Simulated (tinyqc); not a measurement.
Worked calculation: lattice vibrations of a chain. One step of it, computed by the program tinyqc.

Question. Frequencies. omega^2 are the eigenvalues; wavenumber = 521.4708 sqrt(eigenvalue) 1/cm.

D(q) (eV/(angstrom^2 u)):
```
                     1                    2
1             0.376982  -0.067050+0.093626i
2  -0.067050-0.093626i             0.788709
```

Give: eigenvalues; wavenumbers; weights |e|^2 of the mass-weighted modes.

Answer.

eigenvalues: 0.347  0.819

wavenumbers (1/cm): 307.2  471.8

weights |e|^2 of the mass-weighted modes:
```
        mode 1  mode 2
atom 1   0.936   0.064
atom 2   0.064   0.936
```
